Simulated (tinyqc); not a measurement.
# Area and perimeter leakage from two diodes

Inverse problem. A square diode and a finger diode leak I = JA area + JP perimeter. Find JA, JP and the side of the square at which both parts are equal.

areas (um^2): [40000, 110000]
perimeters (um): [800, 44550]
leakage currents (pA): [1.668, 85.052000]

Solution. Two linear equations give JA and JP; for a square of side a, JA a^2 = 4 JP a at a = 4 JP/JA.

JA = 3.700e-10 A/cm^2
JP = 1.900e-11 A/cm
side for equal parts = 2054 um

Computed by the program tinyqc: `OMP_NUM_THREADS=1 python tinyqc.py 2290153 2290154 out.jsonl`, one thread of a shared Intel Xeon 2.30GHz, about 0.01 s for the whole run.
